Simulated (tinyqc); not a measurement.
Starting guesses with DIIS over 6 matrices: SCF starting guesses in the 3-21g basis, for H3+, spin multiplicity 1. Computed by the program tinyqc with PySCF. RHF with one setting changed at a time; a run stops when the energy changes by less than 1e-09 hartree and the error matrix is below 1e-5. Starts: the lowest orbitals of the core Hamiltonian, of the Wolfsberg-Helmholz matrix (K = 1.75), projected atomic densities, random orbitals, and the highest orbitals of the core Hamiltonian (a deliberately bad start).

Geometry (angstrom):
```
atom       x       y       z
H     0.0000  0.0000  0.0000
H     0.0000  0.0000  1.3000
H     0.0000  1.1260  0.6500
```

lowest restricted solution found by these runs and by PySCF = -1.190128 hartree

Largest element of the error matrix X^T (FDS - SDF) X:
```
iteration     core  Wolfsberg-Helmholz  atomic densities   random  highest core orbitals
1          5.8e-02             1.3e-01           4.8e-02  6.0e-01                4.7e-02
2          9.2e-03             2.1e-02           1.1e-02  2.0e-01                1.1e-02
3          3.2e-06             4.1e-06           1.2e-03  3.3e-02                3.2e-04
4          2.8e-07             3.1e-07           9.5e-08  2.7e-03                1.5e-05
5                -                   -           1.3e-08  5.7e-04                1.3e-06
6                -                   -                 -  3.4e-05                      -
8                -                   -                 -  1.2e-07                      -
```

How each run ends:
```
run                    iterations  E (hartree)         state
core                            4    -1.190128  lowest found
Wolfsberg-Helmholz              4    -1.190128  lowest found
atomic densities                5    -1.190128  lowest found
random                          8    -1.190128  lowest found
highest core orbitals           5    -1.190128  lowest found
```

What does the comparison show, and why?

5 of 5 runs reach the lowest restricted solution found, in 4 to 8 iterations (fastest: core, Wolfsberg-Helmholz). The first errors are 6e-02, 1e-01, 5e-02, 6e-01, 5e-02; the deliberately bad start has the smallest one, so a small first error does not mark a good start.
